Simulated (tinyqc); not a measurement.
Sharpness of the interface: valley splitting of a silicon quantum well in envelope theory.

The well lies at 0 < z < L; U(z) = V0 [1/(1 + exp(z/w)) + 1/(1 + exp((L - z)/w))] - e F z, 1 mV/nm = 1e-4 eV/angstrom. The envelope psi solves -(c/ml) psi'' + U psi = E psi, c = hbar^2/2m0, by three-point differences on a grid of 0.1 angstrom from -40 to L + 40 angstrom. The two valleys at +/- k0 couple through D = C0 times the integral of exp(-i q z) U(z) psi^2, q = 2 k0 (2 pi/a), and split by Ev = 2|D|.

Random alloy: with Y(z) = Yw + (Yb - Yw) B(z), B the bracket in U, and in-plane density exp(-r^2/ad^2)/(pi ad^2), D gains a random complex part of variance sigma^2 = (C0^2/pi)(a^2 V0/(8 ad (Yb - Yw)))^2 (4/a) times the integral of psi^4 Y (1 - Y). Alone it gives a mean splitting sqrt(pi) sigma; together with the smooth part the rms splitting is 2 sqrt(|D|^2 + sigma^2).

Constants: hbar^2/2m0 = 3.80998211 eV angstrom^2.

Inputs chosen for the exercise (near those of a strained Si well in SiGe; the results hold for these values, not for the real material): L = 50 angstrom (well width); V0 = 0.16 eV (conduction offset); ml = 0.929 m0 (mass along z); F = 4.9 mV/nm (field pressing towards the upper interface); k0 = 0.84 2 pi/a (valley position); a = 5.431 angstrom (lattice constant); C0 = 0.26 (Bloch overlap factor); Yb = 0.24 (Ge share of the barrier); Yw = 0.02 (Ge share of the well); ad = 180 angstrom (dot radius); ws = (0.4, 0.6, 0.9, 1.6, 1.9, 2.7, 4.1) angstrom (interface widths).

The smooth part 2|D| and the disorder part against w, beside y/sinh(y) with y = pi q w. The 12 to 88 % width of the step is 4w.

Results:
```
w (angstrom)  4w (angstrom)  2|D| (micro-eV)  y/sinh(y)  sqrt(pi) sigma (micro-eV)
0.4                     1.6            86.93       0.43                       74.7
0.6                     2.4            35.07       0.19                       74.9
0.9                     3.6             7.13      0.045                       75.2
1.6                     6.4             0.19     0.0011                       76.3
1.9                     7.6             0.05    0.00021                       77.0
2.7                    10.8             0.00    2.3e-06                       79.4
4.1                    16.4             0.00    6.7e-10                       86.2
```

What can be read from this table?

The smooth part needs a Fourier component of U psi^2 at a wavelength of 3.23 angstrom; from the first row to the third it falls by a factor 12.2, while y/sinh(y) falls by 9.48 (the envelope near the step and the phase between the two interfaces change too). The disorder part goes from 74.7 to 86.2 micro-eV, growing as the electron overlaps more alloy. It takes over between w = 0.4 and 0.6 angstrom, that is a step 1.6 to 2.4 angstrom wide, with 1.36 angstrom to an atomic layer.

(tinyqc, `OMP_NUM_THREADS=1 python tinyqc.py 1280418 1280419 out.jsonl`, Intel(R) Xeon(R) Processor @ 2.30GHz, 1 thread, shared host, about 0.2 s.)
